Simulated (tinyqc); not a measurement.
## Tunnelling through a two-layer gate stack, WKB transmission and Tsu-Esaki current: current against voltage

Electrons leave the emitter at x = 0. Energies E (motion across the layers) are in eV from the emitter Fermi level; the collector Fermi level lies at -V and offers states at every E. No charge in the dielectric and no image force: F1 = V/(t1 + t2 eps1/eps2), F2 = F1 eps1/eps2; U = phi1 - F1 x in layer 1 and phi2 - F1 t1 - F2 (x - t1) in layer 2. With C = hbar^2/(2 m0), kappa = sqrt(m (U - E)/C) where U > E and 0 elsewhere; T(E) = exp(-S), S = 2 times the integral of kappa over x.

Each layer adds (2/F) sqrt(m/C) [G(u at its left edge) - G(u at its right edge)] to S, with u = U - E (0 where negative) and G(u) = (2/3) u^1.5. J = J0 times the integral of T(E) N(E) dE, N = ln[(1 + exp(-E/Vt))/(1 + exp((-E - V)/Vt))], J0 = q^2 me m0 kB T/(2 pi^2 hbar^3) (times 1e-4 for A/cm^2 per eV), from E = -Ef to far above the barrier (T = 1 there), by quadrature converged to the digits shown.

Parameters, values chosen for the exercise; layer 1 close to silicon dioxide, layer 2 close to hafnium oxide:
- T = 400 K (temperature)
- Ef = 2.6 eV (Fermi energy of the emitter above its band bottom)
- me = 0.4 m0 (emitter mass in the supply function)
- phi1 = 3.07 eV (barrier of layer 1 above the emitter Fermi level at zero bias)
- m1 = 0.5 m0 (tunnelling mass of layer 1)
- t1 = 0.9 nm (thickness of layer 1)
- eps1 = 3.72 (relative permittivity of layer 1)
- phi2 = 1.55 eV (barrier of layer 2 at zero bias)
- m2 = 0.2 m0 (tunnelling mass of layer 2)
- t2 = 3.2 nm (thickness of layer 2)
- eps2 = 21.4 (relative permittivity of layer 2)

Constants: q = 1.602176634e-19 C, kB = 1.380649e-23 J/K, hbar = 1.054571817e-34 J s, m0 = 9.1093837015e-31 kg, Vt = kB T/q, hbar^2/(2 m0) = 0.0380998212 eV nm^2. Results are converted to the units shown.

Current against voltage:
```
V (V)	S at E = 0	T(E = 0)	J (A/cm^2)	mean E of the current (eV)
0.2	28.59	3.850e-13	3.693e-5	-0.1782
0.49	26.88	2.112e-12	2.270e-4	-0.2086
0.77	25.07	1.290e-11	0.001234	-0.1968
1.06	22.95	1.079e-10	0.008650	-0.1678
1.35	20.39	1.394e-9	0.08982	-0.1141
1.64	16.55	6.468e-8	2.664	-0.02837
1.92	13.16	1.932e-6	83.68	-0.06070
2.21	10.96	1.747e-5	1093	-0.1150
2.5	9.840	5.329e-5	6300	-0.1792
```

J rises from 3.69e-5 to 6300 A/cm^2, by 2.72 decades a volt between the first two rows and 2.62 between the last two. From V = 1.64 V on (among the rows) a band edge falls below the emitter Fermi level, so electrons at E = 0 no longer cross the full thickness. In 4 of the 9 rows the field exceeds 10 MV/cm (up to 17.2), more than most dielectrics sustain; the model ignores breakdown.

tinyqc, about 0.04 s, one thread, Intel Xeon 2.30GHz (shared host): `OMP_NUM_THREADS=1 python tinyqc.py 2540076 2540077 out.jsonl`
